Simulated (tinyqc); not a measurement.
The first four gaps: longitudinal sound in a periodic multilayer: transfer matrices, stop bands and folded phonons. Computed by tinyqc, a small Python program. Command: `OMP_NUM_THREADS=1 python tinyqc.py 3019009 3019010 out.jsonl multilayer walk`. One thread of a shared host (Intel(R) Xeon(R) Processor @ 2.30GHz), about 0.01 s of CPU time with the checks.

Layers 1 and 2 repeat with period d = d_1 + d_2; waves travel normal to the layers, without loss. State vector (u, s): displacement u and stress divided by omega. Impedances Z = rho v are in 1e6 kg/(m^2 s).

Inputs (values chosen for the exercise, modelled on silica (layer 1), tungsten (layer 2) and silicon (substrate)): density rho_1 = 2.23 g/cm^3; velocity v_1 = 6010 m/s; thickness d_1 = 21.8 nm; density rho_2 = 19.2 g/cm^3; velocity v_2 = 5290 m/s; thickness d_2 = 8.77 nm; substrate density = 2.37 g/cm^3; substrate velocity = 8500 m/s.

Method:
- Z = rho v; interface reflection r = (Z_2 - Z_1)/(Z_2 + Z_1) (stress amplitude, from 1 into 2); Bragg frequency f_B = 1/[2 (d_1/v_1 + d_2/v_2)]; long-wave velocity v_eff = d/sqrt[(d_1/v_1)^2 + (d_2/v_2)^2 + (Z_1/Z_2 + Z_2/Z_1)(d_1/v_1)(d_2/v_2)].
- A layer maps (u, s) by [[cos p, sin p/Z], [-Z sin p, cos p]], p = 2 pi f d_i/v_i; one period is M = M_2 M_1, and cos(q d) = trace(M)/2.
- Gap m contains m f_B; its edges, where trace(M)/2 = (-1)^m, are found by root search. Weak-contrast estimate of the width: (4 f_B/pi) |r sin(m pi a)|, a = (d_1/v_1)/(d_1/v_1 + d_2/v_2).

Bragg frequency f_B = 94.6050 GHz

Z_1 = 13.4023

Z_2 = 101.568

interface reflection r = 0.766856

Stop bands (GHz):
```
m  lower edge  upper edge   width  weak-contrast estimate
1       44.63      128.70  84.071                  76.994
2      149.51      241.64  92.128                  85.076
3      277.17      295.71  18.545                  17.011
4      333.79      406.51  72.713                  66.279
```

What does the comparison show, and why?

With a = 0.686, gap 2 is the widest and gap 3 the narrowest; gap m closes when m a is a whole number. The weak-contrast estimate misses the first width by -8.4 % at |r| = 0.77. Odd gaps open at the edge of the folded zone (q = pi/d), even ones at its centre.
